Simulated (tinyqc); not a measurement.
# Bloch-Grueneisen resistivity of a metal, step by step

A worked calculation. Computed by tinyqc, a small Python program that keeps every step. Command: `OMP_NUM_THREADS=1 python tinyqc.py 3029051 3029052 out.jsonl bg walk`. One thread of a shared host (Intel(R) Xeon(R) Processor @ 2.30GHz), about 0.01 s of CPU time with the checks. Intermediate numbers are printed to about 6 digits and carried at full precision; extremes and crossings named in words are read from the listed rows.

Electrons scatter from a Debye spectrum of phonons (n = 5 for scattering within one band, n = 3 for scattering into a second, heavy band) and from static defects.

Inputs (values chosen for the exercise, modelled on tungsten):
```
quantity                      value         unit
exponent n                        3            -
Debye temperature Theta         327            K
transport coupling lambda_tr   0.27            -
Drude plasma energy hbar w_p    7.3           eV
residual resistivity rho_0      2.7  microohm cm
temperature T                    40            K
saturation resistivity           66  microohm cm
```

Addition: saturation.

Constants: k_B = 1.380649e-23 J/K; hbar = 1.054571817e-34 J s; eps_0 = 8.8541878128e-12 F/m; hbar = 6.582119569e-16 eV s; k_B = 8.617333262e-05 eV/K.

## Scale of the phonon resistivity

rho_ph = (n - 1) rho_1 (T/Theta)^n J_n(Theta/T), with rho_1 = 2 pi lambda_tr k_B Theta/(hbar eps_0 w_p^2), the high-temperature line at T = Theta.

rho_1 = 6.66861 microohm cm

## The integral and the phonon part

J_n(y) = int_0^y x^n e^x/(e^x - 1)^2 dx, by 96 Gauss-Legendre points (upper limit at most 60).

Theta/T = 8.175

J_n = 6.98647

phonon resistivity rho_ph = 0.170553 microohm cm

This is 20.9 % of the straight line rho_1 T/Theta.

## Total resistivity and derived numbers

Parallel-resistor saturation: 1/rho = 1/(rho_0 + rho_ph) + 1/rho_sat. Temperature coefficient (1/rho) d rho/dT by a central difference of +/- 0.5 K; residual ratio rho(295 K)/rho(4.2 K); scattering time tau = 1/(eps_0 w_p^2 rho); Wiedemann-Franz kappa = L_0 T/rho, L_0 = (pi^2/3)(k_B/e)^2.

resistivity rho = 2.75091 microohm cm

temperature coefficient = 4.01389 1e-3/K

residual resistance ratio = 2.87868

scattering time = 33.3781 fs

Wiedemann-Franz conductivity = 35.5229 W/(m K)

The coefficient is 0.161 times 1/T; the temperature-independent part dilutes it.

## Limits of the phonon part

Low T: (n - 1) n! zeta(n) rho_1 (T/Theta)^n. High T: rho_1 (T/Theta) [1 - (n - 1)/(12 (n + 1)) (Theta/T)^2].

Resistivities (microohm cm):
```
T (K)       rho_ph    low-T law  straight line  line with correction  total rho
9.8    2.58927e-03  2.58927e-03         0.1999                     -     2.5963
16.0   1.12683e-02  1.12683e-02         0.3263                     -     2.6043
26.0   4.82936e-02  4.83525e-02         0.5302                     -     2.6384
39.0   1.58762e-01  1.63190e-01         0.7953                     -     2.7401
65.0   5.90852e-01  7.55507e-01         1.3256                     -     3.1346
110.0  1.60936e+00  3.66165e+00         2.2433                1.4173     4.0452
160.0  2.76533e+00  1.12683e+01         3.2629                2.6951     5.0474
260.0  4.97040e+00  4.83525e+01         5.3023                4.9528     6.8718
390.0  7.72577e+00  1.63190e+02         7.9534                7.7204     9.0035
650.0  1.31170e+01  7.55507e+02        13.2557               13.1159    12.7593
```

The low-T law holds to 10 % up to 39 K, the straight line from 260 K on. The local exponent of rho_ph falls from 3.00 to 1.04. Phonons overtake the residual resistivity between 110 and 160 K. Saturation lowers the last total by 19.3 %.

Checks made by the program: J_n at large argument against n! zeta(n) (relative difference below 1e-10).
